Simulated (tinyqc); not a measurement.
Stretching all distances: RHF, UHF, MP2, CISD and CCSD against full CI in the sto-6g basis, for H4, spin multiplicity 1. Computed by the program tinyqc with PySCF. All coordinates are multiplied by the scale. c0^2 is the weight of the RHF determinant in the lowest singlet FCI state (UHF is spin-contaminated and may lie near states of higher spin) and n(LUMO) the first natural occupation beyond the occupied space.

Geometry (angstrom):
```
atom       x       y       z
H     0.0000  0.0000  0.0000
H     0.0000  0.0000  0.7510
H     0.0000  0.0000  1.5690
H     0.0000  0.0000  2.3200
```

Full CI energy (hartree) and errors against it (kcal/mol):
```
scale   distance 1-2 (angstrom)     E(FCI)       RHF      UHF      MP2     CISD     CCSD  <S^2> UHF    c0^2  n(LUMO)
0.8900                   0.6684  -2.129669   22.0368  22.0368   6.7175   0.1222   0.0042     0.0000  0.9809   0.0310
1.1500                   0.8637  -2.212325   32.6754  32.6754  11.7577   0.4320   0.0164     0.0000  0.9609   0.0600
1.4200                   1.0664  -2.168736   48.6061  48.5806  19.8996   1.3946   0.0556     0.0351  0.9238   0.1107
1.6800                   1.2617  -2.095188   70.1965  54.0828  31.4672   3.7357   0.0941     0.7502  0.8646   0.1867
2.2100                   1.6597  -1.968495  135.3788  31.4363  66.0893  17.0906  -0.8825     1.5807  0.6712   0.4195
2.4700                   1.8550  -1.932266  174.4451  19.4421  84.3037  27.4943  -3.0609     1.7780  0.5666   0.5439
```

Estimate the missing row, scale = 1.94.

Computed row:
```
scale   distance 1-2 (angstrom)     E(FCI)      RHF      UHF      MP2    CISD     CCSD  <S^2> UHF    c0^2  n(LUMO)
1.9400                   1.4569  -2.024838  98.8470  45.4333  47.0051  8.5872  -0.0418     1.2362  0.7793   0.2912
```

UHF parts from RHF first at scale 1.42 of those listed, where <S^2> leaves zero. The weight c0^2 goes from 0.98 to 0.57 and n(LUMO) from 0.03 to 0.54: static correlation grows as the bonds break into open-shell fragments. The spread of the error along the curve, which distorts its shape, is CCSD 3.2, CISD 27.4, UHF 34.6, MP2 77.6, RHF 152.4 kcal/mol. Below FCI somewhere: CCSD, as non-variational methods may be.
